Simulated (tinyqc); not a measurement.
Inside a calculation: round or elliptic silicon nanowire with anisotropic valleys (Ritz method). Values are carried at full precision from step to step, so a last printed digit may differ when a step is redone from the rounded ones.

Wire along x = [110] on a (001) wafer, y = [-110], z = [001]. Valley groups (w = inverse masses): A, two valleys along z: w_y = 1/mt, w_z = 1/ml, m_x = mt; B, four valleys in the wafer plane: w_y = (1/ml + 1/mt)/2, w_z = 1/mt, m_x = (ml + mt)/2.

Constants: hbar^2/2m0 = 3.80998211 eV angstrom^2; kB = 8.617333262e-05 eV/K.

Inputs chosen for the exercise (near those of a Si nanowire; shifted at random, so the results belong to these values and not to a real crystal): ml = 0.905 m0 (longitudinal mass); mt = 0.188 m0 (transverse mass); a = 23 angstrom (semi-axis along y); b = 23 angstrom (semi-axis along z); group = A (valley group worked out); T = 77 K (temperature).

## Stretching the ellipse

Scaling y by 1/sqrt(w_y) and z by 1/sqrt(w_z) makes the mass 1 and the semi-axes A = a/sqrt(w_y), B = b/sqrt(w_z). List them with the one-function estimate 3c (1/A^2 + 1/B^2) and the slender limit c (pi/2s)^2 (1 + 2s/(pi l)), s and l the smaller and larger of A, B; c = hbar^2/2m0.

Groups:
```
group  g      A      B  axis ratio  one function (eV)  slender limit (eV)
A      2   9.97  21.88       2.194             0.1388              0.1220
B      4  12.83   9.97       1.287             0.1843              0.1413
```

The one-function value suits axis ratios near 1 and the slender limit ratios well above 2.

## Matrices of three even functions

Hard wall on the ellipse (y/a)^2 + (z/b)^2 = 1, c = hbar^2/2m0. With u = y/a, v = z/b the operator is -c [(w_y/a^2) d2/du2 + (w_z/b^2) d2/dv2] on the unit disc. Basis (1 - u^2 - v^2) u^i v^j; S, X and Y are the disc integrals of f f', (df/du)(df'/du) and (df/dv)(df'/dv), from the integral of u^p v^q = 2 Gamma((p+1)/2) Gamma((q+1)/2)/((p + q + 2) Gamma((p+q+2)/2)) for even p, q; H = c (w_y X/a^2 + w_z Y/b^2).

Basis 1, u^2, v^2 times (1 - u^2 - v^2); form S and H for the chosen group.

S, lower triangle:
```
            1       u^2       v^2
1    1.047198
u^2  0.130900  0.039270
v^2  0.130900  0.013090  0.039270
```

H (meV), lower triangle:
```
            1      u^2      v^2
1    145.3553
u^2   24.2259  29.1436
v^2   24.2259   3.0282  13.2516
```

## Lowest level in this basis

Solve H p = E S p for the wire level; give E, the ratios p2/p1 and p3/p1, and H11/S11.

E = 131.6 meV

ratios: -0.25  -0.83

one function = 138.8 meV

The two added functions lower the level by 7.2 meV (5.2 %), mostly by narrowing the state along v, the direction in which the stretched ellipse is long.

## Subbands

Converged values use 21 functions of each parity class (e or o in u, then in v).

The nine lowest levels of all groups and parity classes.

Subbands:
```
group, parity  g  m_x (m0)  E (eV)
A ee           2    0.1880  0.1315
B ee           4    0.5465  0.1774
A eo           2    0.1880  0.2214
A ee           2    0.1880  0.3440
B oe           4    0.5465  0.3943
A oe           2    0.1880  0.4420
A eo           2    0.1880  0.5011
B eo           4    0.5465  0.5055
A oo           2    0.1880  0.5841
```

At 77 K and without degeneracy the populations go as g sqrt(m_x) exp(-E/kB T): among these nine the lowest level holds 100 % and the light transport mass mt 100 % of the electrons. Levels above about 0.3 eV lie beyond parabolic valleys and hard walls.

## Checks

- Circle of radius a with both masses mt against c (2.404826/R)^2/m, eV: both 0.2216.

tinyqc: `OMP_NUM_THREADS=1 python tinyqc.py 1281923 1281924 out.jsonl`; about 0.02 s, one thread, shared Intel(R) Xeon(R) Processor @ 2.30GHz.
